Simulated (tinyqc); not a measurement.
Which clusters to keep: cluster expansion of a binary alloy: correlations, fit, cross-validation and ground states. Computed by tinyqc, a small Python program. Command: `OMP_NUM_THREADS=1 python tinyqc.py 3029263 3029264 out.jsonl clex walk`. One thread of a shared host (Intel(R) Xeon(R) Processor @ 2.30GHz), about 0.1 s of CPU time with the checks.

s = +1 for A and -1 for B. Energy per site E = J0 + J1 P(point) + sum over clusters of m V P, with P the mean product of spins; V > 0 on a pair favours unlike neighbours. Clusters per site m: pair 1 2, pair 2 2, pair 3 2, triplet 4; the triplet is two first-neighbour bonds at a right angle. Formation energies are counted from the line between pure A and pure B, which removes J0 and J1.

Inputs (values chosen for the exercise, for a model alloy):

| quantity | value | unit |
|---|---|---|
| first-pair interaction V1 | 11.8 | meV |
| second-pair interaction V2 | 5.6 | meV |
| third-pair interaction V3 | 1.1 | meV |
| triplet interaction Vt | 2.9 | meV |
| noise amplitude | 1 | meV/site |

Lattice: square.

Method:
- Design matrix of formation energies: m (P - 1) for pairs and m (P(triplet) - P(point)) for the triplet; x = (1 - P(point))/2.
- Exact: X V with V = (V1, V2, V3, Vt). The data to fit add the noise amplitude times the normal numbers, standing for what the clusters leave out.
- For each set, H = X (X^T X)^-1 X^T over the structures between the ends; residual e = E - H E; leave-one-out error e_i/(1 - H_ii); both as root mean squares.

correlations P, counted on periodic cells:
```
                      point    pair 1    pair 2    pair 3   triplet
A                   1.00000   1.00000   1.00000   1.00000   1.00000
A3B p(2x2)          0.50000   0.00000   0.00000   1.00000  -0.50000
A3B c(4x2)          0.50000   0.00000   0.00000   0.50000  -0.50000
A2B diagonal rows   0.33333  -0.33333   0.33333  -0.33333  -0.33333
A2B rows            0.33333   0.33333  -0.33333   0.33333   0.33333
AB c(2x2)           0.00000  -1.00000   1.00000   1.00000   0.00000
AB p(2x1)           0.00000   0.00000  -1.00000   1.00000   0.00000
A2B2 rows           0.00000   0.50000   0.00000   0.00000   0.00000
AB2 diagonal rows  -0.33333  -0.33333   0.33333  -0.33333   0.33333
AB2 rows           -0.33333   0.33333  -0.33333   0.33333  -0.33333
AB3 p(2x2)         -0.50000   0.00000   0.00000   1.00000   0.50000
AB3 c(4x2)         -0.50000   0.00000   0.00000   0.50000   0.50000
B                  -1.00000   1.00000   1.00000   1.00000  -1.00000
```

standard normal numbers for the noise (0 for the pure ends): A 0.000, A3B p(2x2) 0.594, A3B c(4x2) 0.917, A2B diagonal rows 0.223, A2B rows -2.006, AB c(2x2) 2.732, AB p(2x1) 1.081, A2B2 rows 1.204, AB2 diagonal rows 0.625, AB2 rows -0.174, AB3 p(2x2) 0.030, AB3 c(4x2) -0.376, B 0.000

X:
```
                     pair 1    pair 2    pair 3   triplet
A                   0.00000   0.00000   0.00000   0.00000
A3B p(2x2)         -2.00000  -2.00000   0.00000  -4.00000
A3B c(4x2)         -2.00000  -2.00000  -1.00000  -4.00000
A2B diagonal rows  -2.66667  -1.33333  -2.66667  -2.66667
A2B rows           -1.33333  -2.66667  -1.33333   0.00000
AB c(2x2)          -4.00000   0.00000   0.00000   0.00000
AB p(2x1)          -2.00000  -4.00000   0.00000   0.00000
A2B2 rows          -1.00000  -2.00000  -2.00000   0.00000
AB2 diagonal rows  -2.66667  -1.33333  -2.66667   2.66667
AB2 rows           -1.33333  -2.66667  -1.33333   0.00000
AB3 p(2x2)         -2.00000  -2.00000   0.00000   4.00000
AB3 c(4x2)         -2.00000  -2.00000  -1.00000   4.00000
B                   0.00000   0.00000   0.00000   0.00000
```

data (meV/site): A 0.0000, A3B p(2x2) -45.8060, A3B c(4x2) -46.5830, A2B diagonal rows -49.3770, A2B rows -34.1393, AB c(2x2) -44.4680, AB p(2x1) -44.9190, A2B2 rows -23.9960, AB2 diagonal rows -33.5083, AB2 rows -32.3073, AB3 p(2x2) -23.1700, AB3 c(4x2) -24.6760, B 0.0000

Fits:

| clusters | fit error (meV/site) | leave-one-out error (meV/site) | largest H_ii |
|---|---|---|---|
| V1 | 11.909 | 13.921 | 0.29209 |
| V1 V2 | 7.700 | 8.729 | 0.64793 |
| V1 V3 | 11.290 | 15.123 | 0.51613 |
| V1 V2 Vt | 1.670 | 2.692 | 0.64793 |
| V1 Vt | 9.237 | 11.346 | 0.29209 |
| V1 V2 V3 | 7.563 | 9.394 | 0.75527 |
| V1 V3 Vt | 8.424 | 12.671 | 0.51613 |
| V1 V2 V3 Vt | 0.836 | 1.240 | 0.75527 |

leave-one-out error without pair 3 = 2.6918 meV/site

leave-one-out error with all four = 1.2400 meV/site

What does the comparison show, and why?

The fit error can only fall as clusters are added, to 0.84 meV with all four. The leave-one-out error is least for V1 V2 V3 Vt (1.24 meV): dropping V2, V3 or Vt makes prediction worse at this noise.

Extremes, crossings and ranges named in words are read from the listed rows.
